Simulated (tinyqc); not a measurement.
Inside a calculation. Method: UHF in the sto-3g basis, for BeH2, spin multiplicity 1. One step of it, computed by the program tinyqc.

Task: Orthogonalisation. S = U s U^T; symmetric (Loewdin) form X = U s^(-1/2) U^T, so that X^T S X = 1.

overlap S, lower triangle:
```
           1Be 1s    1Be 2s   1Be 2px    1Be 2py   1Be 2pz     2H 1s     3H 1s
1Be 1s   1.000000
1Be 2s   0.259517  1.000000
1Be 2px  0.000000  0.000000  1.000000
1Be 2py  0.000000  0.000000  0.000000   1.000000
1Be 2pz  0.000000  0.000000  0.000000   0.000000  1.000000
2H 1s    0.052839  0.410618  0.000000   0.488263  0.012340  1.000000
3H 1s    0.052839  0.410618  0.000000  -0.488263  0.012340  0.021236  1.000000
```

Give: eigenvalues of S; X.

Result:

eigenvalues of S: 0.2988  0.3979  0.9472  1.0000  1.0010  1.6753  1.6800

X, lower triangle:
```
          1Be 1s   1Be 2s  1Be 2px  1Be 2py  1Be 2pz    2H 1s   3H 1s
1Be 1s    1.0286
1Be 2s   -0.1524   1.2012
1Be 2px   0.0000   0.0000   1.0000
1Be 2py   0.0000   0.0000   0.0000   1.2923
1Be 2pz  -0.0005   0.0051   0.0000   0.0000   1.0002
2H 1s     0.0204  -0.2652   0.0000  -0.3740  -0.0078   1.2319
3H 1s     0.0204  -0.2652   0.0000   0.3740  -0.0078  -0.0767  1.2319
```
